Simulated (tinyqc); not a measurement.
Kinetic Monte Carlo and master equation for a particle on a ring of sites with traps and bias: one step, computed by the program tinyqc.

5 sites on a ring, numbered 1 to 5. The saddle between i and i+1 lies at E0 + s b_i and site i at s eps_i; a force F tilts the landscape, with the saddle half-way.

Problem. Twelve steps of the residence-time algorithm. Start on site 1 at t = 0. Hop right if r1 is below the share right, else left; advance the clock by -ln(r2) times the mean stay.

Inputs (values chosen for the exercise, for a model defect): temperature T = 460 K.

Disorder: random barriers.

Random numbers:
```
step      r1      r2
1     0.8143  0.0100
2     0.2241  0.6303
3     0.8085  0.5471
4     0.7261  0.8512
5     0.0654  0.6497
6     0.9877  0.9622
7     0.3448  0.0768
8     0.0996  0.3173
9     0.7598  0.8529
10    0.0612  0.2182
11    0.0317  0.9499
12    0.7254  0.3353
```

Rates, shares of right hops and mean stays:
```
site  k right (1/s)  k left (1/s)  share right  mean stay (s)
1           1390773       1607473    0.4638621   3.335284e-07
2            589862       1252215    0.3202158   5.428653e-07
3           1618052        531097    0.7528804   4.653006e-07
4           3197462       1456851    0.6869890   2.148545e-07
5           1785340       2878911    0.3827709   2.143967e-07
```

Give: Trajectory.

Solution.

Trajectory:
```
step  site    hop   wait (s)  clock (s)  net hops
1        1   left  1.536e-06  1.536e-06        -1
2        5  right  9.896e-08  1.635e-06         0
3        1   left  2.012e-07  1.836e-06        -1
4        5   left  3.454e-08  1.871e-06        -2
5        4  right  9.265e-08  1.963e-06        -1
6        5   left  8.261e-09  1.972e-06        -2
7        4  right  5.514e-07  2.523e-06        -1
8        5  right  2.461e-07  2.769e-06         0
9        1   left  5.307e-08  2.822e-06        -1
10       5  right  3.264e-07  3.149e-06         0
11       1  right  1.714e-08  3.166e-06         1
12       2   left  5.932e-07  3.759e-06         0
```
